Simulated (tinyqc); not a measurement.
Cluster expansion of a binary alloy: correlations, fit, cross-validation and ground states. From one set of inputs to another, one input at a time. Computed by tinyqc, a small Python program. Command: `OMP_NUM_THREADS=1 python tinyqc.py 3027041 3027042 out.jsonl clex ladder`. One thread of a shared host (Intel(R) Xeon(R) Processor @ 2.30GHz), about 0.07 s of CPU time with the checks.

s = +1 for A and -1 for B. Energy per site E = J0 + J1 P(point) + sum over clusters of m V P, with P the mean product of spins; V > 0 on a pair favours unlike neighbours. Clusters per site m: pair 1 2, pair 2 2, pair 3 2, triplet 4; the triplet is two first-neighbour bonds at a right angle. Formation energies are counted from the line between pure A and pure B, which removes J0 and J1.

The inputs printed are set A. Inputs not listed in the table keep their values of set A, so the rows need not describe a real material.

Inputs (values chosen for the exercise, for a model alloy):

| quantity | value | unit |
|---|---|---|
| first-pair interaction V1 | 7.42 | meV |
| second-pair interaction V2 | 0.31 | meV |
| third-pair interaction V3 | -0.051 | meV |
| triplet interaction Vt | -0.42 | meV |
| noise amplitude | 1.9 | meV/site |
| temperature T | 350 | K |
| fraction x of B | 0.14 | - |

Lattice: square.

correlations P, counted on periodic cells:
```
                       point     pair 1     pair 2     pair 3    triplet
A                   1.000000   1.000000   1.000000   1.000000   1.000000
A3B p(2x2)          0.500000   0.000000   0.000000   1.000000  -0.500000
A3B c(4x2)          0.500000   0.000000   0.000000   0.500000  -0.500000
A2B diagonal rows   0.333333  -0.333333   0.333333  -0.333333  -0.333333
A2B rows            0.333333   0.333333  -0.333333   0.333333   0.333333
AB c(2x2)           0.000000  -1.000000   1.000000   1.000000   0.000000
AB p(2x1)           0.000000   0.000000  -1.000000   1.000000   0.000000
A2B2 rows           0.000000   0.500000   0.000000   0.000000   0.000000
AB2 diagonal rows  -0.333333  -0.333333   0.333333  -0.333333   0.333333
AB2 rows           -0.333333   0.333333  -0.333333   0.333333  -0.333333
AB3 p(2x2)         -0.500000   0.000000   0.000000   1.000000   0.500000
AB3 c(4x2)         -0.500000   0.000000   0.000000   0.500000   0.500000
B                  -1.000000   1.000000   1.000000   1.000000  -1.000000
```

standard normal numbers for the noise (0 for the pure ends): A 0.000, A3B p(2x2) -0.330, A3B c(4x2) 1.157, A2B diagonal rows 0.990, A2B rows -0.572, AB c(2x2) 1.035, AB p(2x1) -0.046, A2B2 rows -0.654, AB2 diagonal rows -0.076, AB2 rows -0.119, AB3 p(2x2) -1.193, AB3 c(4x2) 0.103, B 0.000

Constants: k_B = 8.617333262e-05 eV/K.

Method:
- Design matrix of formation energies: m (P - 1) for pairs and m (P(triplet) - P(point)) for the triplet; x = (1 - P(point))/2.
- Exact: X V with V = (V1, V2, V3, Vt). The data to fit add the noise amplitude times the normal numbers, standing for what the clusters leave out.
- Leave out pair 3: A = X^T X and b = X^T E (E being the data with noise) over these three columns; solve A V = b. The root-mean-square error runs over the structures between the pure ends.
- For each set, H = X (X^T X)^-1 X^T over the structures between the ends; residual e = E - H E; leave-one-out error e_i/(1 - H_ii); both as root mean squares.
- Random alloy: P(pair) = p^2, P(triplet) = p^3, p = 1 - 2x, so H_mix = (p^2 - 1) sum m V(pairs) + (p^3 - p) m Vt; G_mix = H_mix + k_B T [x ln x + (1 - x) ln(1 - x)]. To first order in 1/T the Warren-Cowley parameter of shell 1 is alpha_1 = -(1 - p^2) V_eff/(k_B T), V_eff = V1 + (number of triplets on a first-neighbour bond) p Vt, that number being 4.

Each row keeps all changes above it:

| input moved | from | to | mixing enthalpy H_mix (meV/site) | root-mean-square error of the three-cluster fit (meV/site) | leave-one-out error without pair 3 (meV/site) |
|---|---|---|---|---|---|
| set A | - | - | -6.814 | 0.920 | 1.273 |
| first-pair interaction V1 (meV) | 7.42 | -7.82 | 7.865 | 0.920 | 1.273 |
| triplet interaction Vt (meV) | -0.42 | 0.72 | 6.284 | 0.920 | 1.273 |
| temperature T (K) | 350 | 790 | 6.284 | 0.920 | 1.273 |
| second-pair interaction V2 (meV) | 0.31 | 1.6 | 5.042 | 0.920 | 1.273 |
| fraction x of B | 0.14 | 0.85 | 7.425 | 0.920 | 1.273 |
| third-pair interaction V3 (meV) | -0.051 | 1.1 | 6.251 | 1.391 | 2.082 |
| noise amplitude (meV/site) | 1.9 | 2.9 | 6.251 | 1.702 | 2.474 |

Where does the difference come from?

Mixing enthalpy H_mix goes from -6.81 to 6.25, +13.1 in all. The largest single move comes from first-pair interaction V1 (+14.7), and triplet interaction Vt works against it (-1.58). Root-mean-square error of the three-cluster fit goes from 0.920 to 1.70, a factor 1.85 in all. The largest single move comes from third-pair interaction V3 (a factor 1.51). Leave-one-out error without pair 3 goes from 1.27 to 2.47, a factor 1.94 in all. The largest single move comes from third-pair interaction V3 (a factor 1.64). The single moves hold for this order of the switches; the total does not depend on the order.

Extremes, crossings and ranges named in words are read from the listed rows.
